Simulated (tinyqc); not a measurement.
What moves the results: Franz-Keldysh effect at a direct gap. A value that a table varies takes the place of the one given here.

Parabolic bands, vertical transitions, no excitons. For each hole band j: mr = me mj/(me + mj); joint density of states J_j(E) = (mr/c)^(3/2) sqrt(E - Eg)/(2 pi^2), both spins, c = hbar^2/2m0; averaged matrix element |e.p|^2 = m0 Ep/6; alpha_j(E) = 4 pi^2 alpha_f c Ep J_j/(3 nr E) in 1/angstrom (alpha_f the fine-structure constant, listed as alpha among the constants), times 1e8 for 1/cm.

In a field Fd (1 kV/cm = 1e-5 V/angstrom) the electro-optic energy of band j is th = (c (e Fd)^2/mr)^(1/3), and sqrt(E - Eg) in J_j is replaced by pi sqrt(th) [Ai'(b)^2 - b Ai(b)^2] with b = (Eg - E)/th; Ai is the Airy function.

Constants: hbar^2/2m0 = 3.80998211 eV angstrom^2; fine-structure constant alpha = 0.007297352564.

Inputs chosen for the exercise (near those of InP; not measured data):
```
symbol  value   unit   meaning
Eg      1.351   eV     direct gap
me      0.0826  m0     electron mass
mhh     0.607   m0     heavy-hole mass
mlh     0.0908  m0     light-hole mass
Ep      20.8    eV     Kane energy
nr      3.41           refractive index
Fd      100     kV/cm  uniform field
det     40      meV    detuning below the gap
```

## Spectrum around the gap

Absorption (1/cm):
```
E - Eg (eV)  alpha(0)   alpha(F)  change
-0.0936             0      2.968       3
-0.0748             0      12.70      13
-0.0561             0      49.06      49
-0.0374             0      169.8     170
-0.0187             0      516.0     516
0.0000              0       1347    1347
0.0187           4341       2955   -1386
0.0374           6056       5319    -738
0.0561           7319       7711     392
0.0748           8340       9047     707
0.0936           9208       9246      37
0.1123           9957       9607    -350
0.1497          11210  1.135e+04     138
0.1871          12228  1.231e+04      79
```

What can be read from the table?

At the gap alpha(F) = 1347 1/cm; 74.8 meV below it 12.7 1/cm remain, the tail falling as exp(-(4/3) b^(3/2)). Among the energies listed the largest rise is 1347 1/cm at E - Eg = 0.0 meV and the largest fall -1386 1/cm at 18.7 meV. It changes sign between 0.0 and 18.7 meV, between 37.4 and 56.1 meV, between 93.6 and 112.3 meV and between 112.3 and 149.7 meV; th is 37.4 meV for heavy holes and 44.5 meV for light holes.

## Tail absorption against field

At E = Eg - det; the field takes the values listed. The last column is the length for 10 dB of loss.

Results:
```
Fd (kV/cm)  th heavy (meV)  b heavy  alpha (1/cm)  length (micrometre)
10                    8.06    4.961      0.000349             6.60e+07
20                   12.80    3.126         0.240             9.58e+04
40                   20.32    1.969          9.91             2.32e+03
60                   26.62    1.503          40.5                  568
100                  37.42    1.069           144                  160
150                  49.04    0.816           299                 76.9
250                  68.93    0.580           599                 38.4
400                  94.30    0.424           974                 23.6
```

What does this show, and why?

alpha grows by 5.1 decades from 10 to 60 kV/cm and by a factor 1.63 over the last step, where the field grows by 1.6: the exponent (4/3) b^(3/2) goes as 1/Fd, so the gain is steep only while b > 1 (deep in the tail the light-hole pair, with its smaller b, carries most of it), that is up to 100 kV/cm of those listed. Values below about 10 1/cm lie under the Urbach and exciton tails of a real crystal, left out here.

## What moves the tail

At E = Eg - det. Each row changes one parameter from the base and keeps the others.

Results:
```
case            th heavy (meV)  alpha (1/cm)
base                    37.421         143.9
Fd = 130 kV/cm          44.574         236.3
det = 50 meV            37.421         74.52
me = 0.095 m0           35.929         150.2
mlh = 0.118 m0          37.421         148.1
Ep = 22.9 eV            37.421         158.5
nr = 3.58               37.421         137.1
```

How do the results move?

The largest shifts from the base row, up to three for each result and ties (the steps differ in size, so this ranks the rows, not the parameters). th heavy (meV): Fd +7.153, me -1.492; unchanged at the printed digits by det, mlh, Ep and nr. alpha (1/cm): Fd +92.4, det -69.4, Ep +14.5.

tinyqc: `OMP_NUM_THREADS=1 python tinyqc.py 1680358 1680359 out.jsonl`; about 0.01 s, one thread, shared Intel(R) Xeon(R) Processor @ 2.30GHz.
